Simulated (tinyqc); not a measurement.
From results back to parameters: deformation-potential model of the Delta valleys of a conduction band. Five cases, with inputs chosen for the exercise.

Problem. An ellipsoidal valley with ml > mt has the density-of-states mass m_d = (ml mt^2)^(1/3) and, averaged over equivalent valleys, the conductivity mass m_c = 3/(1/ml + 2/mt).

Case 1.

m_d = 0.3214755 m0
m_c = 0.2563636 m0

Case 2.

m_d = 0.3131534 m0
m_c = 0.2495949 m0

Case 3.

m_d = 0.3240340 m0
m_c = 0.2628012 m0

Case 4.

m_d = 0.3250016 m0
m_c = 0.2601027 m0

Case 5.

m_d = 0.3265790 m0
m_c = 0.2643611 m0

Find: K = ml/mt; mt; ml.

Solution. With K = ml/mt, m_d/m_c = K^(1/3) (2 + 1/K)/3, which rises steadily for K > 1 and so fixes K; then mt = m_d K^(-1/3) and ml = K mt.

Case 1.

K = ml/mt = 5.000
mt = 0.188 m0
ml = 0.940 m0

Case 2.

K = ml/mt = 5.011
mt = 0.183 m0
ml = 0.917 m0

Case 3.

K = ml/mt = 4.660
mt = 0.194 m0
ml = 0.904 m0

Case 4.

K = ml/mt = 4.927
mt = 0.191 m0
ml = 0.941 m0

Case 5.

K = ml/mt = 4.697
mt = 0.195 m0
ml = 0.916 m0

Computed by tinyqc, one run a case: `OMP_NUM_THREADS=1 python tinyqc.py N N+1 out.jsonl` with N = 1050610, 1050628, 1050744, 1050777, 1050811; one thread of a shared Intel(R) Xeon(R) Processor @ 2.30GHz, about 0.02 s a run at most.
